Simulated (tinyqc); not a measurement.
# Surface potential of a MOS transistor: implicit equation and explicit approximations: effects of single changes

p-type body, charge-sheet picture, depletion and inversion only, full ionisation (an idealisation for deep acceptors), Boltzmann statistics (rough once Na exp(x - xn) passes about Nc/7). In units of Vt: xg = (Vg - Vfb)/Vt, x = psi/Vt, G = gamma/sqrt(Vt), xn = (2 phiF + Vc)/Vt. The implicit equation is (xg - x)^2 = G^2 [x - 1 + exp(x - xn)] for x above about 3. Cox = eps0 eox/tox.

Values chosen for this exercise; band and dielectric values close to those of silicon:
- T = 300 K (temperature)
- Eg = 1.12 eV (band gap)
- eps_r = 11.9 (relative permittivity)
- Nc = 2.8e19 cm^-3 (conduction-band density of states at T)
- Nv = 2.65e19 cm^-3 (valence-band density of states at T)
- eox = 7.32 (relative permittivity of the gate insulator (close to silicon nitride))
- tox = 2.8 nm (insulator thickness)
- Na = 3.2e16 cm^-3 (acceptor density)
- Vfb = -0.42 V (flat-band voltage)
- Vc = 0.5 V (channel-body voltage)
- Vg = 1.3 V (gate-body voltage)

Constants: q = 1.602176634e-19 C, kB = 1.380649e-23 J/K, Vt = kB T/q, eps0 = 8.8541878128e-14 F/cm where lengths are in cm. Results are converted to the units shown.

Each table varies one quantity; the others keep the values above.

## Accuracy of the approximations against gate voltage

ni = sqrt(Nc Nv) exp(-Eg/(2 Vt)), Eg in volts; phiF = Vt ln(Na/ni); gamma = sqrt(2 q eps0 eps_r Na)/Cox; VT = Vfb + Vt (xn + G sqrt(xn - 1)). Depletion value a = 1 + [sqrt(G^2/4 + xg - 1) - G/2]^2; inversion value b = xn + ln[(xg - xn)^2/G^2 - xn + 1] and first guess y = min(a, b) - ln(1 + exp(-|a - b|)) if a > xn + 1, else b = y = a; one second-order correction with D = exp(y - xn), p = 2 (xg - y) + G^2 (1 + D), w = (xg - y)^2 - G^2 (y - 1 + D): z = y + 2 w/(p + sqrt(p^2 - 2 (2 - G^2 D) w)), or the Newton step z = y + w/p where the root is not real. N_inv = (Cox Vt G/q) [sqrt(x - 1 + exp(x - xn)) - sqrt(x - 1)] at the root. Lambert form (Cox m Vt/q) W0[(G/(2 m sqrt(xn - 1))) exp((Vg - VT)/(m Vt))], m = 1 + G/(2 sqrt(xn - 1)). Errors under 1e-4 mV, and the linear form below VT, are printed as 0.

Accuracy of the approximations against gate voltage:

| Vg (V) | psi (V) | x - xn | error of y (mV) | error of z (mV) | N_inv (cm^-2) | Cox (Vg - VT)/q (cm^-2) | Lambert form (cm^-2) |
|---|---|---|---|---|---|---|---|
| 0.5 | 0.8785 | -15.19 | 0 | 0 | 2302 | 0 | 1852 |
| 0.7 | 1.074 | -7.626 | 2.71e-4 | 0 | 3.995e6 | 0 | 3.641e6 |
| 0.9 | 1.269 | -0.06690 | 0.475 | 0 | 6.999e9 | 0 | 7.028e9 |
| 1.1 | 1.407 | 5.255 | 33.9 | 12.8 | 8.699e11 | 2.871e12 | 1.005e12 |
| 1.3 | 1.456 | 7.155 | 28.2 | 10.3 | 3.036e12 | 5.760e12 | 3.428e12 |
| 1.5 | 1.483 | 8.191 | 20.7 | 6.10 | 5.532e12 | 8.650e12 | 6.098e12 |
| 1.7 | 1.501 | 8.894 | 16.4 | -2.67 | 8.153e12 | 1.154e13 | 8.845e12 |
| 1.9 | 1.515 | 9.424 | 13.7 | -1.17 | 1.084e13 | 1.443e13 | 1.163e13 |
| 2.1 | 1.526 | 9.847 | 11.8 | -0.656 | 1.357e13 | 1.732e13 | 1.444e13 |

What does the comparison show?

psi rises from 0.879 to 1.53 V and ends 9.8 Vt above 2 phiF + Vc. Among the rows the first guess is off by at most 34 mV (at Vg = 1.1 V) and the corrected value by at most 13 mV. In the last row the linear form is 28 % above N_inv and the Lambert form 6.4 % above it; in the first row the Lambert form is 20 % below it. For Vg = 1.1, 1.3, 1.5, 1.7, 1.9, 2.1 the electron quasi-Fermi level lies less than 2 Vt below the band edge at the surface, or above it, where degeneracy and confinement, left out, matter.

## Effect of the insulator thickness at fixed gate voltage

Same model as above.

Results:

| tox (nm) | psi (V) | x - xn | error of y (mV) | error of z (mV) | N_inv (cm^-2) | Cox (Vg - VT)/q (cm^-2) | Lambert form (cm^-2) |
|---|---|---|---|---|---|---|---|
| 0.93 | 1.504 | 8.997 | 37.8 | 17.0 | 8.618e12 | 1.880e13 | 1.059e13 |
| 1.3 | 1.490 | 8.449 | 34.7 | 14.7 | 6.385e12 | 1.324e13 | 7.622e12 |
| 1.7 | 1.478 | 8.003 | 32.3 | 13.0 | 4.975e12 | 9.956e12 | 5.815e12 |
| 2.4 | 1.463 | 7.420 | 29.4 | 11.1 | 3.554e12 | 6.841e12 | 4.053e12 |
| 4.5 | 1.434 | 6.313 | 24.9 | 8.27 | 1.798e12 | 3.311e12 | 1.974e12 |
| 6.1 | 1.420 | 5.740 | 23.2 | 7.28 | 1.227e12 | 2.253e12 | 1.327e12 |
| 8.4 | 1.403 | 5.084 | 22.0 | 6.55 | 7.673e11 | 1.438e12 | 8.183e11 |

Estimate the missing row, tox = 3.3 nm.

Computed row:

| tox (nm) | psi (V) | x - xn | error of y (mV) | error of z (mV) | N_inv (cm^-2) | Cox (Vg - VT)/q (cm^-2) | Lambert form (cm^-2) |
|---|---|---|---|---|---|---|---|
| 3.3 | 1.449 | 6.868 | 27.0 | 9.53 | 2.552e12 | 4.778e12 | 2.851e12 |

With this row back in the table: As tox goes from 0.93 to 8.4, psi falls from 1.50 to 1.40 V, x - xn falls from 9.00 to 5.08 and N_inv falls from 8.62e12 to 7.67e11 cm^-2. The Lambert form lies between 1.07 and 1.23 times N_inv. In every row the electron quasi-Fermi level lies less than 2 Vt below the band edge at the surface, or above it, where degeneracy and confinement, left out, matter.

tinyqc, about 0.01 s, one thread, Intel Xeon 2.30GHz (shared host): `OMP_NUM_THREADS=1 python tinyqc.py 2122169 2122170 out.jsonl`
